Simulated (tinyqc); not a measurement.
Schottky barrier on an n-type semiconductor with a doping step, non-linear Poisson equation by Newton steps: one step of the calculation.

One dimension, metal at x = 0, donor density C(x) = N1 for x < x1 and Nd beyond. Energies are counted from the electron Fermi level of the semiconductor and the conduction-band edge is Ec = -psi, so n = Nc exp(psi/Vt); holes follow the Fermi level of the metal, at -V, so p = Nv exp((V - psi - Eg)/Vt). Ends: psi(0) = V - phiB and psi = Vt ln(Nd/Nc) deep inside. Boltzmann statistics, full ionisation, no current, no image force in the Poisson equation.

Question. Converged densities, field and barrier lowering. n and p as above; E_i = -(psi_(i+1) - psi_i)/h_i; at the metal |E_0| = |E on interval 0| + q rho_0 (h_0/2)/(eps0 eps_r), rho_0 = p_0 - n_0 + C_0; image-force lowering dphi = sqrt(q |E_0|/(4 pi eps0 eps_r)).

Parameters, values chosen for the exercise; band and dielectric values close to those of In0.53Ga0.47As:

| symbol | value | unit | meaning |
|---|---|---|---|
| T | 300 | K | temperature |
| Eg | 0.729 | eV | band gap |
| eps_r | 13.9 |  | relative permittivity |
| Nc | 2.11e17 | cm^-3 | conduction-band density of states at T |
| Nv | 7.78e18 | cm^-3 | valence-band density of states at T |
| V | 0.14 | V | bias of the metal against the semiconductor |

Constants: q = 1.602176634e-19 C, kB = 1.380649e-23 J/K, Vt = kB T/q, eps0 = 8.8541878128e-14 F/cm where lengths are in cm. Results are converted to the units shown.

| node | x (nm) | converged psi (V) | donor density C (cm^-3) |
|---|---|---|---|
| 0 | 0 | -0.37000000 | 1e15 |
| 1 | 20 | -0.34799390 | 1e15 |
| 2 | 43.4 | -0.32336730 | 1e15 |
| 3 | 70.7 | -0.29577816 | 1e15 |
| 4 | 103 | -0.26450189 | 1e15 |
| 5 | 140 | -0.23037680 | 1e15 |
| 6 | 184 | -0.19206650 | 1e15 |
| 7 | 235 | -0.15042534 | 1e15 |
| 8 | 294 | -0.10382945 | 1e16 |
| 9 | 364 | -0.08497563 | 1e16 |
| 10 | 445 | -0.08000401 | 1e16 |
| 11 | 540 | -0.07900591 | 1e16 |
| 12 | 651 | -0.07885045 | 1e16 |
| 13 | 781 | -0.07883162 | 1e16 |
| 14 | 933 | -0.07882981 | 1e16 |

Find: n; p; field E; |E_0| at the metal; image-force lowering.

Answer.

| node | n (cm^-3) | p (cm^-3) |
|---|---|---|
| 0 | 1.284e11 | 1.629e15 |
| 1 | 3.008e11 | 6.954e14 |
| 2 | 7.797e11 | 2.683e14 |
| 3 | 2.267e12 | 9.227e13 |
| 4 | 7.601e12 | 2.752e13 |
| 5 | 2.845e13 | 7.351e12 |
| 6 | 1.252e14 | 1.670e12 |
| 7 | 6.270e14 | 3.336e11 |
| 8 | 3.802e15 | 5.501e10 |
| 9 | 7.884e15 | 2.653e10 |
| 10 | 9.556e15 | 2.189e10 |
| 11 | 9.932e15 | 2.106e10 |
| 12 | 9.992e15 | 2.093e10 |
| 13 | 9.999e15 | 2.092e10 |
| 14 | 1.000e16 | 2.092e10 |

| interval | field E (kV/cm) |
|---|---|
| 0 | -11.00 |
| 1 | -10.52 |
| 2 | -10.11 |
| 3 | -9.68 |
| 4 | -9.22 |
| 5 | -8.71 |
| 6 | -8.16 |
| 7 | -7.90 |
| 8 | -2.69 |
| 9 | -0.61 |
| 10 | -0.11 |
| 11 | -0.01 |
| 12 | 0.00 |
| 13 | 0.00 |

|E_0| at the metal = 11.35 kV/cm
image-force lowering = 10.84 mV

Numbers from tinyqc (`OMP_NUM_THREADS=1 python tinyqc.py 2020073 2020074 out.jsonl`; about 0.07 s on one thread of a shared Intel Xeon 2.30GHz).
